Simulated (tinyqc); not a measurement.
Barrier width: Kronig-Penney superlattice by transfer matrices.

Wells (width a, potential 0, mass mw) alternate with barriers (width b, height V0, mass mb); period d = a + b; c = hbar^2/2m0. The vector (psi, psi'/m) is continuous, and a layer of thickness t carries it by M = [[cos kt, (m/k) sin kt], [-(k/m) sin kt, cos kt]] with k = sqrt(m (E - V)/c); for E < V, k = i kappa gives [[cosh, (m/kappa) sinh], [(kappa/m) sinh, cosh]] of kappa t. A Bloch state obeys cos(q d) = tr(Mb Mw)/2.

Constants: hbar^2/2m0 = 3.80998211 eV angstrom^2.

Values chosen for the exercise (near those of a non-polar GaN superlattice with barriers of AlN; shifted at random, so the results belong to these values and not to a real crystal): a = 12 angstrom (well width); V0 = 1.913 eV (barrier height); mw = 0.202 m0 (mass in the wells); mb = 0.317 m0 (mass in the barriers); bs = (3, 4.5, 6, 7.8, 9.6, 12, 15) angstrom (barrier widths).

First miniband against b. m_z = -2 c f'/d^2 with f = tr M/2 at the bottom of the band. E1 is the level of the single well, kappa1 its decay constant in the barrier.

First miniband:
```
b (angstrom)  bottom (eV)  top (eV)  W (meV)   ln W  m_z (m0)
3.0                0.2959    0.7142    418.3  6.036     0.260
4.5                0.3639    0.6076    243.7  5.496     0.320
6.0                0.4058    0.5492    143.4  4.965     0.411
7.8                0.4355    0.5119    76.38  4.336     0.585
9.6                0.4520    0.4928    40.85  3.710     0.870
12.0               0.4630    0.4808    17.77  2.878      1.55
15.0               0.4687    0.4749    6.286  1.838      3.38
```

E1 = 0.4718 eV
kappa1 = 0.3463 1/angstrom

How do the results move, and what explains it?

W falls from 418.3 to 6.29 meV, and both edges close in on E1. The slope of ln W is -0.3603 per angstrom over the first two rows and -0.3464 over the last two, against -kappa1 = -0.3463: the width follows one power of the tunnelling amplitude once the wells couple weakly. m_z grows by a factor 13.0. Layers under about 10 angstrom are at the limit of envelope theory.

Computed by tinyqc, a small Python program: `OMP_NUM_THREADS=1 python tinyqc.py 1281185 1281186 out.jsonl` (the numbers bound the seed that draws the inputs); one thread of a shared host (Intel(R) Xeon(R) Processor @ 2.30GHz), about 0.04 s for the whole set of steps.
